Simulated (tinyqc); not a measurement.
# Resistance of a source-drain extension with a graded tip: two studies

y runs along the channel, the gate covers y > 0. The doping is N0 for y < y0 and N0 10^(-(y - y0)/la) beyond, uniform over the depth xj. Sheet conductance s(y) = q mu(N) max(N - Nch, 0) xj + (for y > 0) ma Cox Vo, with mu(N) = u0 + (u1 - u0)/(1 + (N/Nr)^au) and Cox = eps0 eox/tox. Current is taken as one-dimensional; depletion of the tip, spreading and the contact are left out. The metallurgical junction lies at yj, where N = Nch.

Inputs (values chosen for the exercise); mobility law close to that of electrons in silicon:
```
symbol   value        unit                                                                 meaning
eox        3.9              relative permittivity of the gate insulator (close to silicon dioxide)
tox        1.5          nm                                                     insulator thickness
N0      2.9e20       cm^-3                        active doping of the extension far from the gate
la         4.9   nm/decade                                                      lateral abruptness
y0         1.3          nm          position under the gate where the fall begins (gate edge at 0)
xj          15          nm                                                  depth of the extension
Nch     6.7e17       cm^-3                                                          channel doping
Ls          16          nm                                                           spacer length
Vo        0.88           V                                                          gate overdrive
ma         120  cm^2/(V s)                                      mobility of the gate-induced layer
u1        1414  cm^2/(V s)                                                  mobility at low doping
u0        68.5  cm^2/(V s)                                                 mobility at high doping
Nr      9.2e16       cm^-3                                                        reference doping
au       0.711                                                                            exponent
Lg          60          nm                                                             gate length
```

Constants: q = 1.602176634e-19 C, eps0 = 8.8541878128e-14 F/cm where lengths are in cm. Results are converted to the units shown.

Each table varies one quantity; the others keep the values above.

## Abruptness at a fixed junction position

R_spacer = integral of dy/s from -Ls to 0, R_ov from 0 to yj, R_channel = (Lg - 2 yj)/(ma Cox Vo), R_total = 2 R_spacer + 2 R_ov + R_channel. Electrical length L_eff = ma Cox dR_total/d(1/Vo); R_series = R_total - L_eff/(ma Cox Vo). y0 is moved with la so that yj stays at 14.218 nm.

The same in every row: yj (nm) = 14.22; R_channel (ohm um) = 129.8.

Abruptness at a fixed junction position:
```
la (nm/decade)  R_spacer (ohm um)  R_ov (ohm um)  R_total (ohm um)  L_eff (nm)  R_series (ohm um)
1                           3.158          7.055             150.3       33.14              13.95
2.3                         3.158          12.75             161.6       35.11              17.23
3.6                         3.158          18.44             173.0       37.08              20.51
4.9                         3.158          24.13             184.4       39.05              23.79
6.1                         3.314          29.24             194.9       40.86              26.88
7.4                         4.609          33.87             206.8       42.73              31.01
8.7                         7.465          37.45             219.7       44.42              36.93
10                          11.97          40.18             234.1       45.89              45.38
```

What does the table show?

As la goes from 1 to 10 nm/decade, R_total rises from 150 to 234 ohm um, R_spacer rises from 3.16 to 12.0 ohm um and R_ov rises from 7.06 to 40.2 ohm um. R_total changes on average by 9.32 ohm um for each nm/decade. L_eff exceeds the metallurgical length by 1.57 nm in the first row and 14.3 nm in the last, since the gate also controls the lightly doped tips.

## Effect of the gate overdrive

Same model as above.

The same in every row: yj (nm) = 14.22; R_spacer (ohm um) = 3.158.

Effect of the gate overdrive:
```
Vo (V)  R_ov (ohm um)  R_channel (ohm um)  R_total (ohm um)  L_eff (nm)  R_series (ohm um)
0.15            63.37               761.7             894.8       33.94              75.69
0.3             45.16               380.9             477.5       35.50              49.16
0.45            36.17               253.9             332.6       36.68              37.51
0.6             30.58               190.4             257.9       37.64              30.84
0.75            26.68               152.3             212.0       38.44              26.49
0.9             23.78               127.0             180.8       39.13              23.43
1.05            21.52               108.8             158.2       39.74              21.16
1.2             19.70               95.22             140.9       40.29              19.41
```

As Vo goes from 0.15 to 1.2, R_total falls from 895 to 141 ohm um, L_eff rises from 33.9 to 40.3 nm and R_series falls from 75.7 to 19.4 ohm um. Both extracted quantities depend on the overdrive at which they are taken.

Program tinyqc, `OMP_NUM_THREADS=1 python tinyqc.py 2282285 2282286 out.jsonl`; Intel Xeon 2.30GHz, shared host, one thread, about 0.03 s.
